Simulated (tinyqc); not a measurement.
# Band bending at a free surface with a continuum of surface states, surface photovoltage and Kelvin probe: several studies

n-type bulk, xi = Ec - EF = Vt ln(Nc/Nd), p0 = ni^2/Nd, ni = sqrt(Nc Nv) exp(-Eg/(2 Vt)), Eg in volts. b is the upward band bending, u = b/Vt. Space charge per area, in units of q: Qc = sign(b) sqrt((2 eps0 eps_r Vt/q) [(Nd + dn)(exp(-u) - 1) + Nd u + (p0 + dn)(exp(u) - 1)]), with dn the excess density under light (flat quasi-Fermi levels; 0 in the dark). The states hold -Ds (E0 - xi - b): negative while the Fermi level lies above the neutrality level. Neutrality: Qc + Qf + (charge of the states) = 0.

Inputs (values chosen for the exercise); band and dielectric values close to those of indium phosphide:
```
symbol,value,unit,meaning
T,350,K,temperature
Eg,1.33,eV,band gap
eps_r,12.4,,relative permittivity
Nc,7.31e17,cm^-3,conduction-band density of states at T
Nv,1.37e19,cm^-3,valence-band density of states at T
chi,4.47,eV,electron affinity
Nd,7.3e16,cm^-3,donor density
Qf,0,cm^-2,fixed positive charge at the surface
pt,4.36,eV,work function of the probe tip
Ds,5.6e12,cm^-2 eV^-1,density of surface states
E0,0.32,eV,depth of their neutrality level below the conduction edge
```

Constants: q = 1.602176634e-19 C, kB = 1.380649e-23 J/K, Vt = kB T/q, eps0 = 8.8541878128e-14 F/cm where lengths are in cm. Results are converted to the units shown.

Each table varies one quantity; the others keep the values above.

## Kelvin-probe contrast of the doping

Work function chi + xi + b; contact potential difference CPD = (work function of the sample) - pt. b solves the neutrality condition in the dark.

Kelvin-probe contrast of the doping:
```
Nd (cm^-3),xi (eV),b (V),CPD (mV)
1.3e14,0.26043,0.058216,428.64
3.1e14,0.23422,0.083059,427.27
7.5e14,0.20757,0.10737,424.94
1.8e15,0.18116,0.12996,421.12
4.5e15,0.15353,0.15104,414.57
1.1e16,0.12657,0.16771,404.27
2.7e16,0.099487,0.17864,388.13
6.5e16,0.072990,0.18144,364.43
```

xi falls by 187 mV over the table and the CPD by 64.2 mV; b rises from 0.0582 to 0.181 V. Between the first two rows the CPD follows 5.22 % of the change of xi, and between the last two 89.4 %. It is below 100 % where b rises with the doping (pinning hides it).

## Photovoltage against injection

Same model as above.

Under chopped light the surface charge keeps its dark value, so b falls to bL with Qc(bL, dn) = Qc(b, 0); the photovoltage is b - bL.

Results:
```
dn (cm^-3),bL (V),photovoltage (mV),share of b removed (%)
6.2e7,0.1811,1.036e-5,5.718e-6
1.1e9,0.1811,1.837e-4,1.014e-4
2e10,0.1811,0.003340,0.001844
6.5e12,0.1801,1.048,0.5789
1.2e14,0.1681,13.00,7.178
2.1e15,0.1259,55.15,30.45
3.8e16,0.06625,114.8,63.42
6.8e17,0.02123,159.9,88.28
```

Estimate the missing row, dn = 3.6e11 cm^-3.

Computed row:
```
dn (cm^-3),bL (V),photovoltage (mV),share of b removed (%)
3.6e11,0.1810,0.06001,0.03314
```

With this row back in the table: The photovoltage rises from 1.04e-5 to 160 mV, towards the full b = 181 mV. Its steepest rise is 47.5 mV a decade (Vt ln 10 = 69.4 mV), and it reaches 88.3 % of b in the last row: even strong light does not flatten the bands fully, so a saturation reading understates b. For dn = 6.8e17 the injection is high, and a Dember voltage, left out here, adds to the signal.

## Pinning by the surface states

Same model as above.

Result of one run:
```
Ds (cm^-2 eV^-1),b (V),xi + b (eV),Qc (cm^-2)
3.9e12,0.15856,0.22804,3.5863e11
```

What becomes of these results when the density of surface states Ds is changed from 3.9e12 to 1.1e13 cm^-2 eV^-1, all else the same?

Result of the changed run:
```
Ds (cm^-2 eV^-1),b (V),xi + b (eV),Qc (cm^-2)
1.1e13,0.21176,0.28125,4.2628e11
```

The whole series:
```
Ds (cm^-2 eV^-1),b (V),xi + b (eV),Qc (cm^-2)
2.4e10,0.0014796,0.070968,5.9768e9
6.7e10,0.0041459,0.073635,1.6506e10
1.8e11,0.011232,0.080720,4.3070e10
5.1e11,0.032175,0.10166,1.1135e11
1.4e12,0.083130,0.15262,2.3433e11
3.9e12,0.15856,0.22804,3.5863e11
1.1e13,0.21176,0.28125,4.2628e11
2.9e13,0.23490,0.30439,4.5261e11
8.1e13,0.24479,0.31428,4.6340e11
```

b rises from 0.00148 to 0.245 V. The Fermi level moves towards E0 = 0.32 eV and is within 5.72 meV of it in the last row; it is half-way there at the Ds that solves Ds b = Qc(b) + Qf with b = (E0 - xi)/2, 2.47e12 cm^-2 eV^-1.

Computed by the program tinyqc: `OMP_NUM_THREADS=1 python tinyqc.py 2430081 2430082 out.jsonl`, one thread of a shared Intel Xeon 2.30GHz, about 0.01 s for the whole run.
